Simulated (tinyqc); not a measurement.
Inside a calculation. Method: CIS on RHF in the sto-3g basis, for H6, spin multiplicity 1. One step of it, computed by the program tinyqc.

Problem. CIS matrix, triplets. A(ia,jb) = (e_a - e_i) d_ij d_ab - (ij|ab).

orbital energies (hartree): [-0.685160, -0.590307, -0.467168, 0.438753, 0.747901, 1.134481]

Two-electron integrals over orbitals (pq|rs), unique and non-zero (hartree):
```
(11|11) 0.420121    (21|21) 0.130192    (22|11) 0.332975    (22|22) 0.399234
(31|11) 0.082890    (31|22) -0.059933   (31|31) 0.134132    (32|21) -0.129230
(32|32) 0.147020    (33|11) 0.397359    (33|22) 0.351393    (33|31) 0.048355
(33|33) 0.398645    (41|21) 0.033825    (41|32) 0.001941    (41|41) 0.079413
(42|11) 0.052962    (42|22) -0.004185   (42|31) 0.047673    (42|33) 0.016328
(42|42) 0.067591    (43|21) 0.057990    (43|32) -0.057412   (43|41) 0.015269
(43|43) 0.071333    (44|11) 0.393540    (44|22) 0.349990    (44|31) 0.042671
(44|33) 0.384835    (44|42) 0.024878    (44|44) 0.399211    (51|11) 0.008575
(51|22) 0.025381    (51|31) -0.021327   (51|33) -0.008410   (51|42) 0.039282
(51|44) 0.001750    (51|51) 0.046949    (52|21) 0.019411    (52|32) 0.004693
(52|41) 0.054988    (52|43) -0.037678   (52|52) 0.087076    (53|11) -0.062581
(53|22) -0.002575   (53|31) -0.052642   (53|33) -0.031863   (53|42) -0.064252
(53|44) -0.026604   (53|51) -0.033984   (53|53) 0.069213    (54|21) 0.129252
(54|32) -0.140403   (54|41) 0.007275    (54|43) 0.058965    (54|52) -0.002049
(54|54) 0.151438    (55|11) 0.347549    (55|22) 0.401687    (55|31) -0.048621
(55|33) 0.362558    (55|42) 0.001237    (55|44) 0.371707    (55|51) 0.025939
(55|53) -0.005801   (55|55) 0.426500    (61|21) 0.002015    (61|32) 0.012133
(61|41) 0.028650    (61|43) 0.050328    (61|52) -0.030168   (61|54) -0.009004
(61|61) 0.065148    (62|11) -0.015588   (62|22) -0.031549   (62|31) 0.018599
(62|33) -0.004013   (62|42) -0.035985   (62|44) -0.002150   (62|51) -0.042858
(62|53) 0.037816    (62|55) -0.030729   (62|62) 0.044974    (63|21) 0.038704
(63|32) -0.007651   (63|41) 0.076404    (63|43) 0.018565    (63|52) 0.054786
(63|54) 0.007419    (63|61) 0.028984    (63|63) 0.082458    (64|11) 0.084402
(64|22) -0.051545   (64|31) 0.127305    (64|33) 0.049596    (64|42) 0.049516
(64|44) 0.048046    (64|51) -0.017886   (64|53) -0.052903   (64|55) -0.051745
(64|62) 0.017416    (64|64) 0.136657    (65|21) -0.131905   (65|32) 0.132257
(65|41) -0.035268   (65|43) -0.061153   (65|52) -0.020480   (65|54) -0.138801
(65|61) -0.003422   (65|63) -0.043288   (65|65) 0.147613    (66|11) 0.449262
(66|22) 0.354594    (66|31) 0.091390    (66|33) 0.427152    (66|42) 0.059832
(66|44) 0.431492    (66|51) 0.010070    (66|53) -0.071730   (66|55) 0.380908
(66|62) -0.018416   (66|64) 0.099935    (66|66) 0.507829
```

Give: CIS matrix A, triplet.

Solution.

CIS matrix A, triplet (hartree), order 1>4, 1>5, 1>6, 2>4, 2>5, 2>6, 3>4, 3>5, 3>6:
```
[[0.730, 0.000, -0.084, 0.000, -0.129, 0.000, -0.043, 0.000, -0.127],
 [0.000, 1.086, 0.000, -0.129, 0.000, 0.132, 0.000, 0.049, 0.000],
 [-0.084, 0.000, 1.370, 0.000, 0.132, 0.000, -0.127, 0.000, -0.091],
 [0.000, -0.129, 0.000, 0.679, 0.000, 0.052, 0.000, 0.140, 0.000],
 [-0.129, 0.000, 0.132, 0.000, 0.937, 0.000, 0.140, 0.000, -0.132],
 [0.000, 0.132, 0.000, 0.052, 0.000, 1.370, 0.000, -0.132, 0.000],
 [-0.043, 0.000, -0.127, 0.000, 0.140, 0.000, 0.521, 0.000, -0.050],
 [0.000, 0.049, 0.000, 0.140, 0.000, -0.132, 0.000, 0.853, 0.000],
 [-0.127, 0.000, -0.091, 0.000, -0.132, 0.000, -0.050, 0.000, 1.174]]
```
